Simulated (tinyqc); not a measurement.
Inside a calculation. Method: Hubbard ring of 3 sites. Computed by tinyqc, a small Python program that keeps every step. Settings: hopping = 0.72, U = 2.4, mixing = 0.5, iteration cap = 67. Command: `OMP_NUM_THREADS=1 python tinyqc.py 27322 27323 out.jsonl` (the two numbers bound the seeds that draw the settings). One thread of a shared host (Intel(R) Xeon(R) Processor @ 2.60GHz), about 0.2 s of CPU time with the checks.

one-body matrix (hopping and site energies) (eV), lower triangle:
```
           1          2         3
1   0.450000
2  -0.720000   0.910000
3  -0.720000  -0.720000  0.930000
```

U = 2.400000 eV

electrons, up and down: 2  2

n(up) at the start (a guess, not normalised): 1 1.000000, 2 0.217000, 3 1.000000

n(down) at the start (a guess): 1 0.217000, 2 1.000000, 3 0.217000

Each step fills the lowest levels of T + U n(other spin) and sets n(new) = n + mixing (n(out) - n); stop when output and input agree to 1e-8.

Course of the cycle:
```
iteration      E (eV)  largest |n(out) - n(in)|  mean |n_up - n_down|
1          4.22206744                  4.99e-01              0.595717
2          4.20308827                  2.35e-01              0.585740
3          4.19519050                  1.24e-01              0.576252
4          4.19081170                  7.62e-02              0.568896
5          4.18781248                  5.27e-02              0.563052
6          4.18560845                  3.96e-02              0.558080
7          4.18396022                  3.13e-02              0.553657
8          4.18272408                  2.55e-02              0.549647
9          4.18179746                  2.12e-02              0.545999
10         4.18110351                  1.78e-02              0.542688
11         4.18058420                  1.50e-02              0.539699
...               ...                       ...                   ...
57         4.17904625                  1.67e-05              0.524629
58         4.17904625                  1.44e-05              0.524633
59         4.17904625                  1.25e-05              0.524636
60         4.17904625                  1.08e-05              0.524639
61         4.17904625                  9.32e-06              0.524641
62         4.17904625                  8.05e-06              0.524643
63         4.17904625                  6.96e-06              0.524645
64         4.17904625                  6.01e-06              0.524647
65         4.17904625                  5.20e-06              0.524648
66         4.17904625                  4.49e-06              0.524650
67         4.17904625                  3.88e-06              0.524651
```

Can the last value be used, and what does the course show?

Not by the stop rule, although the second column moves by less than 1e-07 over the last three steps. Not converged within 67 iterations: the residual falls steadily but slowly, by a factor of about 0.86 a step. The lowest mean-field energy found from random starts is 4.17905 eV. Reruns (cap 100 unless said): mixing 0.2: not converged; mixing 0.9: converged in 57 (E = 4.17905); the original settings with a cap of 400: converged in 108 (E = 4.17905).
